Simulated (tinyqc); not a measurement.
Capture against temperature: configuration-coordinate model of carrier capture at a defect.

Two parabolas of equal curvature k in one coordinate Q: with the carrier free at the band edge, U_f = k Q^2/2; with the carrier trapped, U_t = k (Q - dQ)^2/2 - ET. ER = k dQ^2/2, Huang-Rhys factor S = ER/hw, hw = 0.0646541 sqrt(k/M) eV for k in eV/angstrom^2 and M in u. The curves cross at a height Eb = (ER - ET)^2/(4 ER) above the free minimum.

Multiphonon factor for giving p = ET/hw phonons to the lattice: W = exp(-S (2 nb + 1)) ((nb + 1)/nb)^(p/2) I_p(x), nb = 1/(exp(hw/kT) - 1), x = 2 S sqrt(nb (nb + 1)), I_p the modified Bessel function. Classical limit: W = hw exp(-Eb/kT)/sqrt(4 pi ER kT). At T = 0: exp(-S) S^p/Gamma(p + 1).

Constants: kB = 8.617333262e-05 eV/K.

Inputs chosen for the exercise (out of a larger set: of the size met at a deep level in Si; not measured data): ET = 0.3 eV (thermal depth of the level below the band edge); ER = 0.14 eV (relaxation energy); hw = 0.036 eV (phonon energy of the mode).

The local activation energy is -d ln W/d(1/kT), by central differences with T changed by 1 %.

Against T:
```
T (K)  kT/hw  log10 W  log10 W, classical  activation energy (eV)
40     0.096   -1.692              -6.095                  0.0000
60     0.144   -1.691              -4.263                  0.0001
80     0.191   -1.687              -3.365                  0.0004
120    0.287   -1.663              -2.494                  0.0024
160    0.383   -1.624              -2.076                  0.0055
220    0.527   -1.556              -1.752                  0.0107
300    0.718   -1.475              -1.541                  0.0160
400    0.957   -1.400              -1.411                  0.0194
550    1.317   -1.333              -1.323                  0.0193
```

log10 W at T = 0 = -1.692
Eb = 0.0457 eV

At 40 K log10 W is -1.69, against -1.69 at T = 0 and -6.1 classically; at 550 K the two forms differ by -0.01. The activation energy read from an Arrhenius plot goes from 0.000 eV at 40 K to 0.019 at 550 K, with its largest value 0.019 at 400 K, against Eb = 0.046 eV; the classical form itself gives Eb - kT/2. A measured slope therefore understates the barrier.

(tinyqc, `OMP_NUM_THREADS=1 python tinyqc.py 1450237 1450238 out.jsonl`, Intel(R) Xeon(R) Processor @ 2.30GHz, 1 thread, shared host, about 0.01 s.)
